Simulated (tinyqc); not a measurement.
Permittivity and interlayer from two capacitances.

Inverse problem. A two-layer stack has Cox = eps0/(t1/e1 + t2/e2) and EOT = 3.9 eps0/Cox. Find e2, the EOT of layer 1 and, with e1 given, t1.

Parameters, values chosen for the exercise:
- e1 = 4.02 (relative permittivity of layer 1)

Constants: eps0 = 8.8541878128e-14 F/cm where lengths are in cm. Results are converted to the units shown.

Cox at t2 = 1.5 and 8.5 nm (uF/cm^2): [3.6725099, 1.5994020]

Answer. EOT is linear in t2 with slope 3.9/e2, and its intercept is the EOT of layer 1.

e2 = 22.40
EOT of layer 1 = 0.6791 nm
t1 = 0.7000 nm

Numbers from tinyqc (`OMP_NUM_THREADS=1 python tinyqc.py 2010106 2010107 out.jsonl`; about 0.01 s on one thread of a shared Intel Xeon 2.30GHz).
